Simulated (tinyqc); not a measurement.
Input admittance of a MOSFET at zero drain bias: distributed channel and distributed gate: two steps of the calculation.

Source and drain grounded, strong inversion, w = 2 pi f, Cox = eps0 eox/tox. The channel is an RC line of resistance 1/(mu Cox Vo) per square fed from both ends, so one finger has the intrinsic admittance y = i w Cox L tanh(g)/g per width, g = (1/2) sqrt(i w tau), tau = L^2/(mu Vo). The vertical resistance rv/L is in series with y, the overlaps 2 i w Cov in parallel: y_t = 1/(1/y + rv/L) + 2 i w Cov. The gate strip is a line of Rsh/L per length loaded by y_t, so a finger has Y = y_t Wf tanh(k)/k, k = (Wf/sd) sqrt(y_t Rsh/L); the device has Nf Y.

Values chosen for this exercise; values of the order met in silicon radio-frequency transistors: relative permittivity of the gate insulator (close to aluminium oxide) eox = 8.88; insulator thickness tox = 8.9 nm; channel length L = 1.6 um; finger width Wf = 4.4 um; number of fingers Nf = 4; channel mobility mu = 210 cm^2/(V s); gate overdrive Vo = 0.25 V; sheet resistance of the gate Rsh = 5.8 ohm/square; vertical resistivity of the gate stack rv = 1.3 ohm um^2; number of ends at which a finger is contacted sd = 1; overlap and fringe capacitance on each side Cov = 0.21 fF/um; frequency f = 0.99 GHz.

Constants: eps0 = 8.8541878128e-14 F/cm where lengths are in cm. Results are converted to the units shown.

Question 1. Low-frequency resistances and capacitance. Low-frequency limits, with c = Cox L and ct = c + 2 Cov: R_strip = Rsh Wf/(3 sd^2 L Nf), R_ch = (c/ct)^2 L/(12 mu Cox Vo Wf Nf), R_vert = (c/ct)^2 rv/(L Wf Nf), C = ct Wf Nf.

Give: parts; sum; C; 1/(2 pi R C).

Answer 1.

parts (ohm): strip 1.329, channel 154.1, vertical 0.04354
sum = 155.4 ohm
C = 256.2 fF
1/(2 pi R C) = 3.997 GHz

The channel term is the largest, 99.1 % of the sum.

Question 2. Input impedance of the device. k and Y as defined; Z = 1/(Nf Y) = R + 1/(i w C); Q = |Im Z|/R; signal at the point farthest from a contact |1/cosh k|.

y_t = 20.338601+84.373709i uS/um

Give: k; Nf Y; R; C; Q; signal at the far point.

Answer 2.

k = 0.06131+0.04829i
Nf Y = 0.361+1.484i mS
R = 154.7 ohm
C = 252.6 fF
Q = 4.113
signal at the far point = 0.9993

Program tinyqc, `OMP_NUM_THREADS=1 python tinyqc.py 2262064 2262065 out.jsonl`; Intel Xeon 2.30GHz, shared host, one thread, about 0.01 s.
